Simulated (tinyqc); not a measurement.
Grain growth, pinning, strength and diffusional creep of a polycrystal or thin film: one step, computed by the program tinyqc.

One mean grain size d describes the structure.

Question. Diffusional creep at T_c. Nabarro-Herring rate = 14 sigma Omega D_l/(k_B T d^2), D_l = D0 exp(-Q_l/(k_B T)); Coble rate = 14 pi sigma Omega delta D_b/(k_B T d^3), delta D_b = delta D0b exp(-Q_b/(k_B T)); they are equal at d_x = pi delta D_b/D_l.

Inputs (values chosen for the exercise, modelled on tungsten):

| quantity | value | unit |
|---|---|---|
| atomic volume Omega | 15.85 | angstrom^3 |
| anneal temperature T | 1891 | K |
| lattice diffusion energy Q_l | 5.38 | eV |
| boundary diffusion energy Q_b | 3.87 | eV |
| lattice prefactor D0 | 0.00014 | m^2/s |
| boundary prefactor delta D0b | 3.1e-15 | m^3/s |
| applied stress sigma | 25 | MPa |
| service temperature T_c | 1121 | K |

grain size d = 27.28439 nm

Constants: k_B = 1.380649e-23 J/K; k_B = 8.617333262e-05 eV/K.

Give: Nabarro-Herring rate; Coble rate; crossover size d_x; time to 1 % strain.

Answer.

Nabarro-Herring rate = 4.3789e-14 1/s

Coble rate = 6.8624e-10 1/s

crossover size d_x = 427.59 micrometre

time to 1 % strain = 1.4571e+07 s

Boundary diffusion carries the creep, by a factor 16000.
